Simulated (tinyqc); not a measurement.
Vacuum evaporation: vapour pressure, source flux, thickness distribution, purity and step coverage. Changing the source temperature T. Computed by tinyqc, a small Python program. Command: `OMP_NUM_THREADS=1 python tinyqc.py 3110066 3110067 out.jsonl evap sweep`. One thread of a shared host (Intel(R) Xeon(R) Processor @ 2.30GHz), about 0.01 s of CPU time with the checks.

Molecular flow, unit sticking of the metal, no re-evaporation. The background gas is taken as water vapour (18.015 g/mol, collision diameter 0.37 nm) at 300 K.

Inputs (values chosen for the exercise, modelled on gallium, with constants for the liquid): molar mass M = 69.72 g/mol; film density rho = 5.91 g/cm^3; vapour-pressure constant A = 10.67; vapour-pressure constant B = 13930 K; source area = 7.8 cm^2; directionality n = 1; source-to-wafer distance h = 40 cm; wafer radius R = 15 cm; background pressure p = 5e-07 Pa; sticking of background gas = 0.6.

Constants: u = 1.6605390666e-27 kg; k_B = 1.380649e-23 J/K; R = 8.314462618 J/(mol K).

Method:
- log10(p_v/Pa) = A - B/T; flux from the surface Phi = p_v/sqrt(2 pi m k_B T), m = M u.
- Mass loss = Phi x area x m; heat of evaporation = ln(10) R B; d ln Phi/dT = ln(10) B/T^2 - 1/(2 T).
- A small source emits (n + 1) Phi area cos^n(phi)/(2 pi) per solid angle; on a parallel plane at height h and lateral distance l the arrival rate is (n + 1) Phi area/(2 pi h^2) x (1 + (l/h)^2)^(-(n + 3)/2). Growth rate = arrival rate x m/rho, m = M u. The wafer is fixed and centred above the source.
- Mean free path lambda = k_B T_g/(sqrt2 pi d^2 p); unscattered share exp(-h/lambda); gas arrival p/sqrt(2 pi m_g k_B T_g); impurity ratio = sticking x gas arrival/metal arrival; monolayer time = 1e15 cm^-2/(sticking x gas arrival).

One run for each value; columns: (1) source temperature T (K); (2) growth rate at the centre (nm/s); (3) vapour pressure p_v (Pa); (4) impurity ratio; (5) change of flux per kelvin (%/K):
```
(1)         (2)        (3)        (4)    (5)
1160  1.291e-02  4.585e-02  1.631e-02  2.341
1220  4.906e-02  1.786e-01  4.293e-03  2.114
1270  1.354e-01  5.029e-01  1.556e-03  1.949
1320  3.456e-01  1.309e+00  6.094e-04  1.803
1380  9.722e-01  3.765e+00  2.166e-04  1.648
1430  2.153e+00  8.487e+00  9.784e-05  1.534
1480  4.515e+00  1.811e+01  4.665e-05  1.431
1530  9.015e+00  3.676e+01  2.336e-05  1.338
```

Over the rows, growth rate at the centre (nm/s) rises from 0.0129 to 9.02 (exponent d ln y / d ln x 26 between the first rows and 21 between the last); vapour pressure p_v (Pa) rises from 0.0459 to 36.8 (exponent d ln y / d ln x 27 between the first rows and 21 between the last); impurity ratio falls from 0.0163 to 2.34e-5 (exponent d ln y / d ln x -26 between the first rows and -21 between the last).

Caution (rows 1530): at this vapour pressure atoms collide above the melt, which widens the beam and lowers the net flux.
